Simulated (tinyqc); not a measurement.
Inside a calculation. Model: free and trapped electrons in a MOS channel with a dense trap tail.

Program tinyqc, `OMP_NUM_THREADS=1 python tinyqc.py 2222211 2222212 out.jsonl`; Intel Xeon 2.30GHz, shared host, one thread, about 0.02 s. Printed values are rounded.

p-type body, charge-sheet picture, full ionisation (an idealisation for deep acceptors), Boltzmann statistics for free electrons. e = Ec - EF at the surface. Acceptor-like traps of density D(E) = D0 + De exp(-E/Ew) at depth E below Ec, from 0 to Eu, hold n_t = integral of D(E)/(1 + exp((e - E)/Vt)). psi = Eg - Vt ln(Nv/Na) - e; N_dep = sqrt(2 eps0 eps_r Na (psi - Vt)/q); n_f = sqrt(N_dep^2 + 2 eps0 eps_r Vt Nc exp(-e/Vt)/q) - N_dep; Vg = Vfb + psi + q (N_dep + n_t + n_f)/Cox, Cox = eps0 eox/tox.

Inputs (values chosen for the exercise); band and dielectric values close to those of 4H silicon carbide:

| symbol | value | unit | meaning |
|---|---|---|---|
| T | 300 | K | temperature |
| Eg | 3.25 | eV | band gap |
| eps_r | 9.88 |  | relative permittivity |
| Nc | 1.67e19 | cm^-3 | conduction-band density of states at T |
| Nv | 2.45e19 | cm^-3 | valence-band density of states at T |
| eox | 3.9 |  | relative permittivity of the insulator |
| tox | 54 | nm | insulator thickness |
| Na | 1.4e16 | cm^-3 | acceptor density |
| Vfb | -2.24 | V | flat-band voltage without trapped charge |
| D0 | 2.5e10 | cm^-2 eV^-1 | constant background density of acceptor-like traps |
| De | 4.8e13 | cm^-2 eV^-1 | density of the tail at the conduction edge |
| Ew | 0.1 | eV | decay energy of the tail |
| Eu | 0.79 | eV | depth below Ec down to which the traps reach |
| mf | 91 | cm^2/(V s) | mobility of free electrons |
| e | 0.091 | eV | Ec - EF at the surface |

Constants: q = 1.602176634e-19 C, kB = 1.380649e-23 J/K, Vt = kB T/q, eps0 = 8.8541878128e-14 F/cm where lengths are in cm. Results are converted to the units shown.

## Trapped charge

Trapezoid rule on 12 equal steps from 0 to Eu, f = 1/(1 + exp((e - E)/Vt)).

| point | E (eV) | D(E) f (cm^-2 eV^-1) |
|---|---|---|
| 0 | 0 | 1.38060e12 |
| 1 | 0.0658333 | 6.82043e12 |
| 2 | 0.131667 | 1.06760e13 |
| 3 | 0.1975 | 6.57863e12 |
| 4 | 0.263333 | 3.46884e12 |
| 5 | 0.329167 | 1.81003e12 |
| 6 | 0.395 | 9.49218e11 |
| 7 | 0.460833 | 5.03484e11 |
| 8 | 0.526667 | 2.72718e11 |
| 9 | 0.5925 | 1.53247e11 |
| 10 | 0.658333 | 9.13951e10 |
| 11 | 0.724167 | 5.93736e10 |
| 12 | 0.79 | 4.27957e10 |

n_t = 2.11292e12 cm^-2

With 1600 steps n_t = 2.129e12 cm^-2; the coarse value is 0.75 % below it.

## Charges and gate voltage

psi, N_dep, n_f and Vg as defined, with the n_t given; free share n_f/(n_f + n_t); apparent mobility mf n_f/(n_f + n_t); gate voltage spent on traps q n_t/Cox.

psi = 2.96595 V
N_dep = 6.70437e11 cm^-2
n_f = 9.70441e10 cm^-2
Vg = 7.94275 V
free share = 4.39120 %
apparent mobility = 3.99599 cm^2/(V s)
gate voltage spent on traps = 5.29389 V
